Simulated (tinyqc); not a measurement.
Worked calculation: Luttinger-Kohn k.p, four valence bands. Computed by tinyqc, a small Python program that keeps every step. Settings: g1 = 13.37, g2 = 2.45, g3 = 3.87. Command: `OMP_NUM_THREADS=1 python tinyqc.py 24804 24805 out.jsonl` (the two numbers bound the seeds that draw the settings). One thread of a shared host (Intel(R) Xeon(R) Processor @ 2.60GHz), about 0.01 s of CPU time with the checks.

## Bloch Hamiltonian at k

Luttinger parameters chosen for this model; energies are counted downward from the top of the valence band:
```
parameter      value  unit
g1         13.370000
g2          2.450000
g3          3.870000
```

k point k (1/angstrom): 0.047000  0.020000  0.045000

P = c g1 k^2, Q = c g2 (kx^2 + ky^2 - 2 kz^2), R = c sqrt3 [-g2 (kx^2 - ky^2) + 2i g3 kx ky], S = 2 c sqrt3 g3 (kx - i ky) kz, c = hbar^2/2m = 3.809982 eV angstrom^2; rows [P+Q, -S, R, 0], [-S*, P-Q, 0, R], [R*, 0, P-Q, S], [0, R*, S*, P+Q]. The path ends lie at |k| = 0.07 1/angstrom.

H(k) at k (eV), lower triangle (Hermitian):
```
                      3/2                  1/2                -1/2      -3/2
3/2              0.222603
1/2   -0.108028-0.045969i             0.249504
-1/2  -0.029247-0.048012i             0.000000            0.249504
-3/2             0.000000  -0.029247-0.048012i  0.108028+0.045969i  0.222603
```

## Levels at k

Diagonalise the Hermitian matrix.

eigenvalues (eV): 0.105192  0.105192  0.366915  0.366915

## Bands along a path

The same steps at evenly spaced points between the labelled ones.

Bands along the path (eV):
```
k               band 1    band 2    band 3    band 4
[111]         0.105106  0.105106  0.394101  0.394101
[111]-G 0.33  0.046714  0.046714  0.175156  0.175156
[111]-G 0.67  0.011678  0.011678  0.043789  0.043789
G             0.000000  0.000000  0.000000  0.000000
G-[100] 0.33  0.017570  0.017570  0.037898  0.037898
G-[100] 0.67  0.070278  0.070278  0.151592  0.151592
[100]         0.158126  0.158126  0.341081  0.341081
```

## Hole masses

E = c [g1 k^2 -/+ 2 sqrt(g2^2 k^4 + 3 (g3^2 - g2^2)(kx^2 ky^2 + ky^2 kz^2 + kz^2 kx^2))] with c = hbar^2/2m, and m* = hbar^2 k^2 / (2 E).

Masses (electron masses):
```
direction     heavy     light
[100]      0.118064  0.054735
[110]      0.160430  0.048764
[111]      0.177620  0.047371
```
